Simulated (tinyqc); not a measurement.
Polytypes by hexagonality, and a cubic inclusion as a quantum well, step by step. Values are carried at full precision from step to step, so a last printed digit may differ when a step is redone from the rounded ones.

A layer is h if its two neighbours in the periodic sequence sit on the same site, k otherwise; the hexagonality h is the share of h layers.

Constants: hbar^2/2m0 = 3.80998211 eV angstrom^2.

Values chosen for the exercise (of the order of those of InAs; the results hold for these values, not for the real material):
- E3 = 0.412 eV (gap of the cubic polytype)
- E2 = 0.46 eV (gap of 2H)
- Ev2 = 0.05 eV (valence top of 2H above that of 3C)
- P2 = 0.0017 C/m^2 (spontaneous polarisation of 2H)
- m = (0.027, 0.026) m0 (electron mass along c in the cubic layer and in the host)
- d = 3.49 angstrom (thickness of a double layer)
- eps = 14.9 (dielectric constant)
- N = 18 (double layers in the cubic inclusion)

## Hexagonality

Stacking sequences:

| polytype | sequence |
|---|---|
| 4H | ABCB |
| 6H | ABCACB |
| 3C | ABC |
| 8H | ABCABACB |
| 2H | AB |

Give the h/k string and h of each.

Hexagonality:

| polytype | h/k string | h |
|---|---|---|
| 4H | hkhk | 0.5000 |
| 6H | hkkhkk | 0.3333 |
| 3C | kkk | 0.0000 |
| 8H | hkkkhkkk | 0.2500 |
| 2H | hh | 1.0000 |

## Gaps and band edges

Gap: E3 + (E2 - E3) h. Valence top Ev2 h and polarisation P2 h, both counted from 3C; Ec = Ev + gap.

Evaluate for each polytype.

Results:

| polytype | gap (eV) | Ev (eV) | Ec (eV) | P (C/m^2) |
|---|---|---|---|---|
| 4H | 0.4360 | 0.0250 | 0.4610 | 0.00085 |
| 6H | 0.4280 | 0.0167 | 0.4447 | 0.00057 |
| 3C | 0.4120 | 0.0000 | 0.4120 | 0.00000 |
| 8H | 0.4240 | 0.0125 | 0.4365 | 0.00042 |
| 2H | 0.4600 | 0.0500 | 0.5100 | 0.00170 |

The widest gap is that of 2H, the narrowest that of 3C. Ev and Ec both rise with h, so 3C collects electrons and the more hexagonal side holes: a staggered line-up.

## The bound level without the field

A cubic inclusion of width L = N d in the host (h = 1) is a well of depth V = Ec(host) - Ec(3C). Square well with mass mismatch: k tan(k L/2) = (m_w/m_b) q, k = sqrt(m_w E/c), q = sqrt(m_b (V - E)/c), c = hbar^2/2m0, lowest root. The depth of the level, V - E, is its binding, and the transition to the valence top of the host is gap(host) - (V - E). The step in polarisation gives a field |F| = |P|/(eps eps0) in a thin inclusion, eps0 = 8.8541878e-12 F/m.

Give V, L, the level E, its depth below the host conduction edge and the transition to the valence top of the host, gap(host) - (V - E).

V = 0.0980 eV
L = 62.820 angstrom
E above the bottom = 0.0621 eV
depth below the host edge = 0.0359 eV
transition = 0.4241 eV

The level keeps 37 % of the well depth. The transition lies above the gap of 3C itself (0.412 eV).

## The polarisation field

Give |F|, the drop |F| L, the bound charge |P|/e per cm^2 (e = 1.602176634e-19 C), and, as a first estimate, the shift -|F| L/2 of the transition for an electron centred in the layer and a hole in the host on the high side.

|F| = 0.129 MV/cm
drop = 80.9 meV
bound charge = 1.06e+12 cm^-2
estimated shift = -40.5 meV

The drop is 83 % of the well depth. The host edge on the low side sinks by 40 meV against the centre, more than the 36 meV by which the flat well binds, so the level may not survive the field and the estimate must be checked.

## Checks

- Square-well root against finite differences on a grid of 0.5 angstrom (eV): both 0.062.

Program tinyqc; command `OMP_NUM_THREADS=1 python tinyqc.py 1850375 1850376 out.jsonl`; about 0.1 s on one thread of a shared Intel(R) Xeon(R) Processor @ 2.30GHz.
